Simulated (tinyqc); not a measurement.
# Shallow acceptor in the spherical model (Baldereschi-Lipari), strong spin-orbit limit, step by step

A worked calculation. Computed by tinyqc, a small Python program that keeps every step. Command: `OMP_NUM_THREADS=1 python tinyqc.py 3029953 3029954 out.jsonl acceptor walk`. One thread of a shared host (Intel(R) Xeon(R) Processor @ 2.30GHz), about 0.01 s of CPU time with the checks. Intermediate numbers are printed to about 7 digits and carried at full precision; extremes and crossings named in words are read from the listed rows.

The 1S(3/2) state has an s envelope f(r) and a d envelope g(r). In effective units they obey -(f'' + 2f'/r + 2f/r) + mu (g'' + 5g'/r + 3g/r^2) = E f and -(g'' + 2g'/r - 6g/r^2 + 2g/r) + mu (f'' - f'/r) = E g. The cubic term, the split-off band and the central cell are left out.

Inputs (values chosen for the exercise, modelled on GaP):

| quantity | value | unit |
|---|---|---|
| Luttinger gamma_1 | 4.12 | - |
| Luttinger gamma_2 | 0.499 | - |
| Luttinger gamma_3 | 1.25 | - |
| dielectric constant eps | 11.2 | - |
| spin-orbit gap Delta_so | 79.8 | meV |
| functions per channel n | 3 | - |
| smallest exponent zeta_1 | 1.2 | 1/a* |
| ratio beta of exponents | 2.5 | - |

Constants: Ry = 13.605693123 eV; a_0 = 0.529177210903 angstrom.

## Effective units and couplings

Ry* = Ry/(gamma_1 eps^2), a* = a_0 eps gamma_1, mu = (6 gamma_3 + 4 gamma_2)/(5 gamma_1), delta = (gamma_3 - gamma_2)/gamma_1; spherical masses 1/(gamma_1 (1 - mu)) (heavy) and 1/(gamma_1 (1 + mu)) (light).

Ry* = 26.32615 meV

a* = 24.41835 angstrom

mu = 0.4609709

delta = 0.1822816

heavy-hole mass = 0.4502882 m_0

light-hole mass = 0.1661350 m_0

Caution: gamma_3 and gamma_2 differ by more than 0.17 gamma_1: band warping, left out here, adds several per cent to the binding.

## Matrices in a small basis

zeta_i = zeta_1 beta^(i-1), i = 1..n, in both channels. Basis: f_i = exp(-zeta_i r), g_i = r exp(-zeta_i r), weight r^2 dr, s = zeta_i + zeta_j. S_ff = 2/s^3, H_ff = zeta_i zeta_j S_ff - 2/s^2; S_gg = 24/s^5, H_gg = 8/s^3 + 24 zeta_i zeta_j/s^5 - 12/s^4; H(f_i, g_j) = mu (6 zeta_i^2/s^4 + 2 zeta_i/s^3); S_fg = 0. Each function is normalised by sqrt(S_ii).

H (Ry*):
```
            f1          f2          f3         g1        g2        g3
f1       -0.96  -0.4425345  0.09840502  0.9581100  1.312371  1.110803
f2  -0.4425345           3    8.850690   2.220935  5.988187  8.202317
f3  0.09840502    8.850690       41.25   2.817648  13.88084  37.42617
g1   0.9581100    2.220935    2.817648       2.16  4.443407  4.661660
g2    1.312371    5.988187    13.88084   4.443407        18  32.51274
g3    1.110803    8.202317    37.42617   4.661660  32.51274    123.75
```

S:
```
          f1        f2        f3        g1        g2        g3
f1  1.000000  0.737557  0.328017  0.000000  0.000000  0.000000
f2  0.737557  1.000000  0.737557  0.000000  0.000000  0.000000
f3  0.328017  0.737557  1.000000  0.000000  0.000000  0.000000
g1  0.000000  0.000000  0.000000  1.000000  0.602088  0.156013
g2  0.000000  0.000000  0.000000  0.602088  1.000000  0.602088
g3  0.000000  0.000000  0.000000  0.156013  0.602088  1.000000
```

## Lowest level in the small basis

H c = E S c with c^T S c = 1 and the largest component positive; the d weight is the part of the norm in g.

E = -1.239957 Ry*

coefficients: f1 0.9026248, f2 0.0739271, f3 -0.0092361, g1 -0.2959636, g2 -0.0008868, g3 0.0016248

d weight = 0.08776213

## Converged levels

Large basis: zeta_i = 0.08 x 1.55^(i-1), i = 1..20 in each channel; overlap eigenvalues below 1e-11 are dropped. Binding energies are -E Ry*; the mass that fits is E(1S) eps^2/Ry.

1S(3/2) binding in Ry* = 1.241797

1S(3/2) binding energy = 32.69174 meV

2S(3/2) binding energy = 8.897779 meV

d weight of 1S(3/2) = 0.09279395

Hydrogenic mass that fits = 0.3014070 m_0

The small basis recovers 99.9 % of the binding. The ratio 2S/1S is 0.272 against the hydrogenic 0.25. The fitted mass is 67 % of the heavy-hole mass. Caution: the binding exceeds a fifth of the spin-orbit gap Delta_so, so the split-off band, left out, matters.

## One mass for the acceptor?

Hydrogenic binding Ry m/eps^2; the density-of-states mass is (m_H^(3/2) + m_L^(3/2))^(2/3); errors are against the large basis.

1S binding energy:

| mass | value (m_0) | binding (meV) | error (%) |
|---|---|---|---|
| light hole | 0.1661350 | 18.01963 | -44.88017 |
| 1/gamma_1 | 0.2427184 | 26.32615 | -19.47153 |
| mean of heavy and light | 0.3082116 | 33.42979 | 2.25761 |
| heavy hole | 0.4502882 | 48.83995 | 49.39539 |
| density of states | 0.5152724 | 55.88838 | 70.95567 |

The coupled result, 32.69 meV, lies between the 1/gamma_1 value (no coupling) and the heavy-hole value; the closest single rule here is "mean of heavy and light", off by +2.3 %.

## Binding against mu

The formulas are those given above.

1S(3/2):

| mu | binding (Ry*) | d weight | binding x (1 - mu) |
|---|---|---|---|
| 0.10 | 1.009075 | 0.0042365 | 0.9081674 |
| 0.14 | 1.017959 | 0.0083154 | 0.8754448 |
| 0.28 | 1.076366 | 0.0335554 | 0.7749835 |
| 0.46 | 1.240509 | 0.0923911 | 0.6698751 |
| 0.50 | 1.298539 | 0.1097889 | 0.6492697 |
| 0.80 | 2.580198 | 0.2982800 | 0.5160396 |
| 0.90 | 4.768333 | 0.3881797 | 0.4768333 |
| 0.95 | 9.144654 | 0.4400163 | 0.4572327 |

The binding grows from 1.009 to 9.14 Ry*, slowly at first (second order in mu), while the d weight rises to 0.44. The last column, the binding in units of the heavy-hole Rydberg, falls to 0.457, towards about 0.44 as mu tends to 1.

Checks made by the program: mu = 0 against hydrogen, 1 and 1/4 (relative difference 4e-06); the coupling element from the adjoint operator (relative difference below 1e-10).
